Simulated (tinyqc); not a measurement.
Short-channel transistor, virtual-source model with series resistance: one step of the calculation.

The current per gate width is the charge at the top of the source barrier (the virtual source) times its velocity times a saturation function; al and be are fitting constants of the model. Units: I in uA/um, Rs in ohm um, so I Rs = 1e-6 I Rs in volts; Q in uC/cm^2, so I = 1e-4 Q vx0 Fsat with vx0 in cm/s.

Question. Current through the series resistance. Intrinsic voltages Vg' = Vgs - I Rs, Vd' = Vds - 2 I Rs. n = n0 + nd Vd', VT = VT0 - dl Vd', Ff = 1/(1 + exp((Vg' - VT + al Vt/2)/(al Vt))), Q = Cinv n Vt ln(1 + exp((Vg' - VT + al Vt Ff)/(n Vt))), Vdsat = (vx0 L/mu)(1 - Ff) + Vt Ff, Fsat = u/(1 + u^be)^(1/be) with u = Vd'/Vdsat, and I(out) = Q vx0 Fsat per width. (Fsat takes the sign of u.) Newton step: I(new) = I + (I(out) - I)/(1 - s), s = dI(out)/dI by a central difference with +/- 0.001 uA/um.

Parameters, values chosen for the exercise:
- T = 300 K (temperature)
- Cinv = 2.9 uF/cm^2 (inversion capacitance)
- vx0 = 5.73e6 cm/s (velocity at the virtual source)
- mu = 130 cm^2/(V s) (apparent mobility)
- L = 25 nm (channel length)
- VT0 = 0.364 V (threshold at zero drain voltage)
- dl = 0.131 V/V (drain-induced barrier lowering)
- n0 = 1.4 (subthreshold factor)
- nd = 0.1 1/V (growth of n with drain voltage)
- al = 3.5 (threshold shift (in units of Vt) from weak to strong inversion)
- be = 1.8 (sharpness of saturation)
- Rs = 200 ohm um (series resistance of each contact)
- Vgs = 0.8 V (gate voltage)
- Vds = 0.8 V (drain voltage)

Constants: q = 1.602176634e-19 C, kB = 1.380649e-23 J/K, Vt = kB T/q. Results are converted to the units shown.

I at the start = 0 uA/um

Find: Vg'; Vd'; VT; Ff; Q; Vdsat; Fsat; I(out); s; I after iteration 1.

Answer.

Vg' = 0.8000 V
Vd' = 0.8000 V
VT = 0.2592 V
Ff = 0.001536
Q = 1.569 uC/cm^2
Vdsat = 0.1101 V
Fsat = 0.9847
I(out) = 885.1 uA/um
s = -0.4244
I after iteration 1 = 621.4 uA/um

Computed by the program tinyqc: `OMP_NUM_THREADS=1 python tinyqc.py 2380168 2380169 out.jsonl`, one thread of a shared Intel Xeon 2.30GHz, about 0.01 s for the whole run.
